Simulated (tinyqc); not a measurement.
Gupta-type many-body potential for a metal: one step, computed by the program tinyqc.

E_i = sum_j A exp(-p (r_ij/r0 - 1)) - xi rho_i^gamma, with rho_i = sum_j exp(-2 q (r_ij/r0 - 1)); gamma = 1/2 is the tight-binding second-moment form. The crystal is fcc unless stated; d is the neighbour distance and a fixed number of shells is kept.

Task: Shell terms at equilibrium. fcc shells: d sqrt(k), k = 1..5, with 12, 6, 24, 12, 24 atoms; Omega = d^3/sqrt2. Repulsion and density of one neighbour in each shell, and their sums.

Inputs (values chosen for the exercise, modelled on lead): repulsion A = 0.0993 eV; decay p = 9.51; decay q = 3.6; reference distance r0 = 3.501 angstrom; shells kept = 2.

neighbour distance d = 3.503994 angstrom

Give: Shells; repulsive energy; density rho.

Result:

Shells:
```
shell  count  r (angstrom)  repulsion (eV)  density
1         12         3.504         0.09850   0.9939
2          6         4.955         0.00191   0.0502
```

repulsive energy = 1.193 eV

density rho = 12.23
